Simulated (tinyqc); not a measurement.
# Bending a trimer

Model: Tersoff bond-order potential. Computed by tinyqc, a small Python program. Command: `OMP_NUM_THREADS=1 python tinyqc.py 3007864 3007865 out.jsonl tersoff sweep`. One thread of a shared host (Intel(R) Xeon(R) Processor @ 2.30GHz), about 0.01 s of CPU time with the checks.

E = (1/2) sum_(i, j != i) [A exp(-lambda r_ij) - b_ij B exp(-mu r_ij)], b_ij = (1 + (beta zeta_ij)^n)^(-1/(2n)), zeta_ij = sum_(k != i, j) g(theta_ijk), g = 1 + c^2/d^2 - c^2/(d^2 + (h - cos theta)^2), with theta at atom i. Only nearest neighbours count (cut-off function 1 for them, 0 beyond).

Inputs (values chosen for the exercise, modelled on silicon):

| quantity | value | unit |
|---|---|---|
| A | 1856.4 | eV |
| B | 465.35 | eV |
| lambda | 2.4799 | 1/angstrom |
| mu | 1.7322 | 1/angstrom |
| beta | 1.1e-06 | - |
| n | 0.7867 | - |
| c | 103200 | - |
| d | 16.45 | - |
| h | -0.5775 | - |
| bond length r_12 | 2.32 | angstrom |
| bond length r_13 | 2.3 | angstrom |

Method. Atom 1 binds atoms 2 and 3, which do not interact. b_12 = b_13 follow from zeta = g(theta); b_21 = b_31 = 1. E = sum over the two bonds of A exp(-lambda r) - (b + 1)/2 B exp(-mu r).

One run for each value:

| angle theta at atom 1 (degrees) | energy of the trimer (eV) | bond order b_12 | g(theta) |
|---|---|---|---|
| 90 | -4.4501 | 0.94144 | 48448 |
| 100 | -4.6551 | 0.96552 | 23708 |
| 110 | -4.8197 | 0.98485 | 8064 |
| 120 | -4.9258 | 0.99732 | 875 |
| 130 | -4.9312 | 0.99795 | 621 |
| 140 | -4.8572 | 0.98926 | 5171 |
| 160 | -4.6996 | 0.97074 | 19072 |
| 180 | -4.6345 | 0.96310 | 25947 |

Over the rows, energy of the trimer (eV) goes from -4.45 through a minimum among these rows, -4.93 at 130, to -4.63; bond order b_12 goes from 0.941 through a maximum among these rows, 0.998 at 130, to 0.963; g(theta) goes from 48400 through a minimum among these rows, 621 at 130, to 25900. The bond order is largest where g is least, at cos theta = h, 125.3 degrees.

Extremes, crossings and ranges named in words are read from the listed rows.
